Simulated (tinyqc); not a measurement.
Inside a calculation. Method: Hubbard ring of 4 sites. Computed by tinyqc, a small Python program that keeps every step. Settings: hopping = 1.1, U = 6.6, mixing = 0.2, iteration cap = 87. Command: `OMP_NUM_THREADS=1 python tinyqc.py 23662 23663 out.jsonl` (the two numbers bound the seeds that draw the settings). One thread of a shared host (Intel(R) Xeon(R) Processor @ 2.60GHz), about 0.2 s of CPU time with the checks.

one-body matrix (hopping and site energies) (eV), order 1, 2, 3, 4:
$$\begin{pmatrix}
0.00000 & -1.10000 & 0.00000 & -1.10000 \\
-1.10000 & 0.00000 & -1.10000 & 0.00000 \\
0.00000 & -1.10000 & 0.00000 & -1.10000 \\
-1.10000 & 0.00000 & -1.10000 & 0.00000
\end{pmatrix}$$

U = 6.60000 eV

electrons, up and down: [2, 1]

n(up) at the start (a guess, not normalised): 1 0.50000, 2 0.50000, 3 0.50000, 4 0.50000

n(down) at the start (a guess): 1 0.25000, 2 0.25000, 3 0.25000, 4 0.25000

Each step fills the lowest levels of T + U n(other spin) and sets n(new) = n + mixing (n(out) - n); stop when output and input agree to 1e-8.

Course of the cycle:
```
iteration      E (eV)  largest |n(out) - n(in)|  mean |n_up - n_down|
1          -1.1000000                  2.50e-01               0.25000
2          -0.8308982                  3.00e-01               0.25000
3          -1.0478878                  2.66e-01               0.25000
4          -1.2960904                  2.10e-01               0.28539
5          -1.4511624                  1.72e-01               0.31935
6          -1.5578826                  1.46e-01               0.34967
7          -1.6371782                  1.26e-01               0.37662
8          -1.6986538                  1.11e-01               0.40049
9          -1.7471199                  9.86e-02               0.42153
10         -1.7854252                  8.82e-02               0.43998
11         -1.8155793                  7.91e-02               0.45608
...               ...                       ...                   ...
77         -1.9169223                  9.00e-06               0.55806
78         -1.9169223                  7.80e-06               0.55806
79         -1.9169223                  6.76e-06               0.55806
80         -1.9169223                  5.86e-06               0.55806
81         -1.9169223                  5.08e-06               0.55806
82         -1.9169223                  4.40e-06               0.55806
83         -1.9169223                  3.82e-06               0.55806
84         -1.9169223                  3.31e-06               0.55806
85         -1.9169223                  2.87e-06               0.55806
86         -1.9169223                  2.49e-06               0.55807
87         -1.9169223                  2.15e-06               0.55807
```

Can the last value be used, and what does the course show?

Not by the stop rule, although the second column moves by less than 1e-07 over the last three steps. Not converged within 87 iterations: the residual falls steadily but slowly, by a factor of about 0.87 a step. The lowest mean-field energy found from random starts is -2.22395 eV. Reruns (cap 100 unless said): mixing 0.5: not converged; mixing 0.9: not converged; the original settings with a cap of 400: converged in 373 (E = -2.22395).
